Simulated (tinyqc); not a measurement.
Worked calculation: tight binding, honeycomb lattice. One step of it, computed by the program tinyqc.

Question. Bloch Hamiltonian at k. H_AB = -t1 (1 + exp(-i k.a1) + exp(-i k.a2)); H_AA = delta - 2 t2 sum cos(k.b + phi), H_BB = -delta - 2 t2 sum cos(k.b - phi), b = a1, a2 - a1, -a2.

Parameters chosen for this model:

| parameter | value | unit |
|---|---|---|
| t1 | 1.670000 | eV, nearest |
| t2 | 0.220000 | eV, second neighbours |
| phi | 1.570000 | rad, phase of t2 (Haldane) |
| delta | 0 | eV, +/- on A and B |

k point k (fractions of the reciprocal vectors): 0.340000  -0.470000

Give: H(k) at k.

Answer.

H(k) at k (eV):
```
                A               B
A          0.8635  0.8653+1.0971i
B  0.8653-1.0971i         -0.8627
```
